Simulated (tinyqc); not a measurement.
Resistance of a tapered via with liner, size effect and interface: one step of the calculation.

A round via whose diameter grows from db at the bottom as D(z) = db + 2 z/tan(ang). The fill, of diameter D - 2 tl, starts above the bottom liner (thickness fb tl) and has rho = rho0 (1 + ks lam/(D - 2 tl)); the sidewall liner conducts in parallel with it. The bottom liner and the interface are crossed over the full area pi db^2/4. Spreading in the lines above and below is left out.

Problem. Slices of the via. Slices between z0 = fb tl and hv, evaluated at their midpoints: conductance per length pi/4 [(D - 2 tl)^2/rho + (D^2 - (D - 2 tl)^2)/rl], slice resistance = slice height over that. 7 slices.

Values chosen for this exercise; fill metal close to copper:
- db = 27 nm (diameter at the bottom)
- hv = 65 nm (height)
- ang = 85 degrees (sidewall angle)
- rho0 = 1.68 uohm cm (bulk resistivity of the fill)
- lam = 39 nm (mean free path of the fill)
- ks = 1.1 (size-effect factor)
- tl = 2.1 nm (liner on the sidewall)
- fb = 0.5 (liner at the bottom over that on the sidewall)
- rl = 440 uohm cm (resistivity of the liner)

Wanted: z; D; rho; slice resistance.

Solution.

| slice | z (nm) | D (nm) | rho (uohm cm) | slice resistance (ohm) |
|---|---|---|---|---|
| 0 | 5.618 | 27.98 | 4.710 | 0.9647 |
| 1 | 14.75 | 29.58 | 4.520 | 0.8130 |
| 2 | 23.89 | 31.18 | 4.351 | 0.6930 |
| 3 | 33.02 | 32.78 | 4.202 | 0.5966 |
| 4 | 42.16 | 34.38 | 4.068 | 0.5182 |
| 5 | 51.30 | 35.98 | 3.948 | 0.4537 |
| 6 | 60.43 | 37.57 | 3.840 | 0.4000 |

Range of the model: The ballistic limit exceeds half of R_fill, so a diffusive resistivity alone understates the resistance.

tinyqc, about 0.01 s, one thread, Intel Xeon 2.30GHz (shared host): `OMP_NUM_THREADS=1 python tinyqc.py 2750001 2750002 out.jsonl`
